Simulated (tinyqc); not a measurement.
Lorentz oscillators and the Kramers-Kronig relations: sweeps and comparisons. A value that a table varies takes the place of the one given here.

eps(E) = 1 + sum_j S_j/(E0_j^2 - E^2 - i G_j E).

Kramers-Kronig: eps1(E) = 1 + (2/pi) P integral_0^infinity E1 eps2(E1)/(E1^2 - E^2) dE1. Maclaurin rule on the grid E_j = j h, j = 1 .. M: eps1(E_i) = 1 + (4 h/pi) sum over j with j - i odd of E_j eps2(E_j)/(E_j^2 - E_i^2); nothing is added above E_M.

n + i k = sqrt(eps1 + i eps2) with k >= 0; R = ((n - 1)^2 + k^2)/((n + 1)^2 + k^2) at normal incidence from vacuum; alpha = 2 E k/(hbar c), times 1e8 for 1/cm; loss function Im(-1/eps) = eps2/(eps1^2 + eps2^2).

Constants: hbar c = 1973.269805 eV angstrom.

Parameters, chosen for this exercise: E0 = (7.17, 8.96) eV (resonances); G = (0.95, 1.87) eV (widths); S = (54, 72.8) eV^2 (strengths); h = 1 eV (grid step); M = 30 (grid points E_j = j h); E_t = 3.5 eV (energy below the first line); E = 12.07 eV (photon energy).

## Numerical transform against the formula

Every third grid point is listed; the error is the transform minus the formula.

Dielectric function:
```
E (eV)   eps2  eps1 formula  eps1 transform   error
2.00    0.092         3.089           3.731   0.642
5.00    0.573         4.261           3.404  -0.857
8.00    4.125         0.281          -0.350  -0.631
11.00   0.834        -1.183          -0.783   0.400
14.00   0.169         0.031          -0.194  -0.226
17.00   0.067         0.433           0.541   0.108
20.00   0.035         0.621           0.528  -0.093
23.00   0.021         0.726           0.778   0.052
26.00   0.013         0.792           0.738  -0.054
29.00   0.009         0.836           0.865   0.028
```

What does this show, and why?

The largest error listed is -0.857 at 5.00 eV. The rule samples every 2h = 2 eV and the narrowest line is 0.95 eV wide, so it is not resolved. The grid ends at 30 eV, where eps2 is still 0.008; the error at the last point listed, nearest the missing tail, is +0.028.

## How far the spectrum must be known

The integrals are done by adaptive quadrature and cut at E_cut. f-sum share: (2/pi) integral of E eps2 over sum S. Static share: (2/pi) integral of eps2/E over eps(0) - 1.

Cut integrals:
```
E_cut (eV)  eps1(E_t)  f-sum share  static share
7.2             2.049        0.231         0.416
9.9             3.231        0.759         0.908
13.4            3.398        0.900         0.985
17.9            3.420        0.938         0.995
26.9            3.427        0.963         0.999
44.8            3.429        0.978         1.000
```

eps1(E_t) from the formula = 3.429

How do the results move?

Cut at 9.9 eV, just above the last line, eps1(E_t) lacks 0.199; cut at 44.8 eV it lacks 0.000. At 13.4 eV the static sum has reached 0.985 and the f-sum only 0.900: the f-sum weights eps2 by E and the static sum by 1/E, so the f-sum needs the far tail.

## Optical constants across the spectrum

Spectrum:
```
E (eV)    eps1   eps2      n      k      R   loss
1.34     3.014  0.057  1.736  0.017  0.072  0.006
3.18     3.331  0.182  1.826  0.050  0.086  0.016
5.01     4.270  0.577  2.071  0.139  0.123  0.031
6.84     6.822  6.242  2.835  1.101  0.288  0.073
8.67     0.259  4.787  1.590  1.506  0.291  0.208
10.51   -1.583  1.253  0.467  1.342  0.527  0.307
12.34   -0.445  0.355  0.249  0.712  0.518  1.095
14.17    0.065  0.159  0.344  0.231  0.260  5.384
16.01    0.336  0.088  0.584  0.075  0.071  0.728
17.84    0.498  0.055  0.707  0.039  0.030  0.218
19.67    0.605  0.037  0.778  0.024  0.016  0.101
21.50    0.680  0.026  0.825  0.016  0.009  0.057
```

What can be read from the table?

Among the energies listed the largest values are at (eV): eps2 6.84; n 6.84; k 8.67; R 10.51; loss 14.17. eps1 crosses zero at 7.44, 7.87, 8.76 and 13.85 eV; the last crossing is upward and marks the plasmon, against sqrt(sum S) = 11.26 eV for free electrons.

## What each oscillator parameter does

At the energy E. Each row changes one parameter from the base and keeps the others.

Results:
```
case                     eps1   eps2      n      k      R
base                   -0.559  0.412  0.260  0.792  0.530
E0 = (7.17, 9.408) eV  -0.666  0.504  0.291  0.866  0.519
G = (0.95, 2.805) eV   -0.442  0.523  0.348  0.751  0.415
S = (54, 87.36) eV^2   -0.758  0.481  0.264  0.910  0.565
E = 12.674 eV          -0.322  0.300  0.243  0.617  0.496
```

What does this show?

The largest shifts from the base row, up to three for each result and ties (the steps differ in size, so this ranks the rows, not the parameters). eps1: E +0.237, S -0.199, G +0.117. eps2: E -0.112, G +0.111, E0 +0.092. n: G +0.088, E0 +0.030, E -0.017. k: E -0.174, S +0.118, E0 +0.075. R: G -0.115, E -0.035, S +0.034.

Program tinyqc; command `OMP_NUM_THREADS=1 python tinyqc.py 1652215 1652216 out.jsonl`; about 0.2 s on one thread of a shared Intel(R) Xeon(R) Processor @ 2.30GHz.
